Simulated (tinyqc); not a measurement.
Lateral field, substrate current, probability of reaching the oxide barrier and hot-carrier lifetime of a silicon transistor (pseudo-two-dimensional and lucky-electron models): one step, computed by the program tinyqc.

Local-field models: a lucky carrier gains its energy at the peak field over a path free of collisions. Voltages are magnitudes.

Problem. Peak lateral field. C_ox = 3.9 eps_0/t; F_sat = 2 v_s/mu; V_Dsat = V_ov F_sat L/(V_ov + F_sat L), V_ov = V_G - V_T; I_D/W = C_ox v_s (V_ov - V_Dsat). Scale length l = 0.22 t^(1/3) x_j^(1/2) (all in cm); F_m = sqrt(((V_D - V_Dsat)/l_e)^2 + F_sat^2), with l_e = l; length of the velocity-saturated region l_e ln((V_D - V_Dsat)/(l_e F_sat) + F_m/F_sat).

Inputs (values chosen for the exercise, modelled on a silicon n-channel):
```
quantity                             value                      unit
channel length L                       330                        nm
oxide thickness t                      6.1                        nm
junction depth x_j                      99                        nm
mobility mu                            380                cm^2/(V s)
saturation velocity v_s               0.81                  1e7 cm/s
threshold voltage V_T                 0.61                         V
gate voltage V_G                       1.8                         V
drain voltage V_D                      2.6                         V
ionisation prefactor A_i           1.7e+06                      1/cm
ionisation field B_i                   1.7                     MV/cm
hot-carrier mean free path lambda      8.7                        nm
oxide barrier phi_b                    3.1                        eV
interface-trap threshold phi_it        3.6                        eV
lifetime constant H                     50  s microampere/micrometre
```

Drain: abrupt.

Constants: eps_0 = 8.8541878128e-12 F/m.

Give: scale length l; peak field F_m; velocity-saturated length; energy gained over one free path, e lambda F_m.

Solution.

scale length l = 58.71 nm

peak field F_m = 335.8 kV/cm

velocity-saturated length = 161.6 nm

energy gained over one free path, e lambda F_m = 0.2921 eV

Caution: the empirical formula for l was fitted to oxides of about 15 nm or more; for thinner ones it is an extrapolation. Caution: e V_D is below phi_b or phi_it, so the available energy, not the field, limits hot carriers, and the lucky-electron formulas overstate them.
